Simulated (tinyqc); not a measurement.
Inside a calculation: coherent potential approximation for a binary alloy with a semi-elliptic band. Values are carried at full precision from step to step, so a last printed digit may differ when a step is redone from the rounded ones.

Site levels eA = -x d (share 1 - x) and eB = (1 - x) d (share x), so that their mean, the virtual crystal, is 0. Pure band: G0(z) = 2 (z - sqrt(z - W) sqrt(z + W))/W^2 with principal roots, density -Im G/pi per site. The medium has a self-energy S(z), G = G0(z - S), z = E + i eta. t_i = (e_i - S)/(1 - (e_i - S) G); the CPA demands <t> = (1 - x) tA + x tB = 0. Iteration: start at S = 0, set S(new) = S + <t>/(1 + <t> G), stop when |<t>| < 1e-9 eV.

Constants: hbar = 6.58211957e-16 eV s.

Parameters, chosen for this exercise:
```
symbol  value  unit  meaning
W       2.5    eV    half width of the pure band
x       0.11         fraction of B
d       4.31   eV    eB - eA
eta     0.05   eV    broadening
E       1.01   eV    energy
```

## First step: the average t-matrix

With S = 0 form G, tA, tB, <t> and the new S.

eA, eB (eV): -0.4741  3.8359

G = 0.31614-0.71602i 1/eV

tA, tB (eV): -0.3793-0.1120i  -0.1075-1.3883i

<t> = -0.3494-0.2524i eV
S after one step = -0.5468-0.2246i eV

## The self-consistent medium

Iterate.

Iterations:
```
i             S (eV)          G (1/eV)  |<t>| (eV)
0            0.00000  0.31614-0.71602i       0.431
1  -0.54682-0.22458i  0.42934-0.54796i      0.0611
2  -0.55204-0.16550i  0.44521-0.56182i     0.00597
3  -0.54614-0.16628i  0.44346-0.56308i    0.000604
4  -0.54635-0.16685i  0.44337-0.56288i    6.12e-05
5  -0.54640-0.16681i  0.44339-0.56288i    6.20e-06
6  -0.54639-0.16681i  0.44339-0.56288i    6.28e-07
7  -0.54639-0.16681i  0.44339-0.56288i    6.36e-08
8  -0.54639-0.16681i  0.44339-0.56288i    6.45e-09
9  -0.54639-0.16681i  0.44339-0.56288i    6.53e-10
```

S = -0.54639-0.16681i eV
G = 0.44339-0.56288i 1/eV

Converged at i = 9. The first step gave -0.5468-0.2246i eV.

## Densities on A and B, and the lifetime

G_i = G/(1 - (e_i - S) G); densities -Im G_i/pi; their weighted sum must be -Im G/pi. Lifetime hbar/(2 |Im S|), which has a meaning only while |Im S| is small against W. Weak-scattering value of S: x (1 - x) d^2 G.

densities (1/eV): on A 0.1986, on B 0.0223, weighted sum 0.1792, medium 0.1792

lifetime = 1.97 fs
weak-scattering S = 0.8064-1.0237i eV

An A site carries the larger density here, by a factor 8.89; the weak-scattering value is 280 % from S.

## Checks

- Weighted sum of the partial densities against the density of the medium: both 0.17917.

Computed by tinyqc, a small Python program: `OMP_NUM_THREADS=1 python tinyqc.py 1480166 1480167 out.jsonl` (the numbers bound the seed that draws the inputs); one thread of a shared host (Intel(R) Xeon(R) Processor @ 2.30GHz), about 0.01 s for the whole set of steps.
